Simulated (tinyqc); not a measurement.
Vacuum evaporation: vapour pressure, source flux, thickness distribution, purity and step coverage: one step, computed by the program tinyqc. Command: `OMP_NUM_THREADS=1 python tinyqc.py 3113178 3113179 out.jsonl evap walk`. One thread of a shared host (Intel(R) Xeon(R) Processor @ 2.30GHz), about 0.01 s of CPU time with the checks.

Molecular flow, unit sticking of the metal, no re-evaporation. The background gas is taken as water vapour (18.015 g/mol, collision diameter 0.37 nm) at 300 K.

Task: Offset source and rotation. Rotating wafer, source offset by s and facing upwards: thickness at radius r is the mean over the angle a of (1 + (r^2 + s^2 - 2 r s cos a)/h^2)^(-(n + 3)/2), by 360 equal steps; non-uniformity (max - min)/(max + min) over 21 radii from 0 to R.

Inputs (values chosen for the exercise, modelled on aluminium, with constants for the liquid):
```
quantity,value,unit
directionality n,1,-
source-to-wafer distance h,59,cm
wafer radius R,2.5,cm
source offset from the axis s/h,0.85,-
```

Give: centre thickness relative to an axial source; edge over centre, rotating; non-uniformity, rotating.

Result:

centre thickness relative to an axial source = 0.3370

edge over centre, rotating = 1.001

non-uniformity, rotating = 0.02682 %
